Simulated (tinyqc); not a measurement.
Inside a calculation. Method: one-electron ion in a basis of Gaussians. One step of it, computed by the program tinyqc.

Problem. Matrices over normalised Gaussians. With p = a_i + a_j and I(k) = Gamma((k+1)/2) / (2 p^((k+1)/2)): S = I(2l+2), T = (2l+3) a_i a_j S / p, V = -Z I(2l+1), each divided by sqrt(S_ii S_jj).

exponents of r^l exp(-a r^2) (1/bohr^2): 0.004019  0.009824  0.024010  0.058700  0.143500  0.350800  0.857400

Z = 1

l = 2

Give: S; T; V.

Solution.

S:
```
        1       2       3       4       5       6       7
1  1.0000  0.7129  0.2883  0.0822  0.0197  0.0044  0.0009
2  0.7129  1.0000  0.7130  0.2883  0.0822  0.0197  0.0044
3  0.2883  0.7130  1.0000  0.7128  0.2882  0.0822  0.0197
4  0.0822  0.2883  0.7128  1.0000  0.7128  0.2882  0.0822
5  0.0197  0.0822  0.2882  0.7128  1.0000  0.7128  0.2883
6  0.0044  0.0197  0.0822  0.2882  0.7128  1.0000  0.7129
7  0.0009  0.0044  0.0197  0.0822  0.2883  0.7129  1.0000
```

T (hartree):
```
        1       2       3       4       5       6       7
1  0.0141  0.0142  0.0069  0.0022  0.0005  0.0001  0.0000
2  0.0142  0.0344  0.0348  0.0170  0.0053  0.0013  0.0003
3  0.0069  0.0348  0.0840  0.0850  0.0415  0.0129  0.0032
4  0.0022  0.0170  0.0850  0.2054  0.2079  0.1014  0.0316
5  0.0005  0.0053  0.0415  0.2079  0.5022  0.5082  0.2481
6  0.0001  0.0013  0.0129  0.1014  0.5082  1.2278  1.2424
7  0.0000  0.0003  0.0032  0.0316  0.2481  1.2424  3.0009
```

V (hartree):
```
         1        2        3        4        5        6        7
1  -0.0540  -0.0505  -0.0290  -0.0124  -0.0046  -0.0016  -0.0005
2  -0.0505  -0.0844  -0.0789  -0.0454  -0.0194  -0.0071  -0.0024
3  -0.0290  -0.0789  -0.1319  -0.1234  -0.0710  -0.0303  -0.0111
4  -0.0124  -0.0454  -0.1234  -0.2062  -0.1929  -0.1110  -0.0474
5  -0.0046  -0.0194  -0.0710  -0.1929  -0.3224  -0.3016  -0.1736
6  -0.0016  -0.0071  -0.0303  -0.1110  -0.3016  -0.5041  -0.4716
7  -0.0005  -0.0024  -0.0111  -0.0474  -0.1736  -0.4716  -0.7881
```
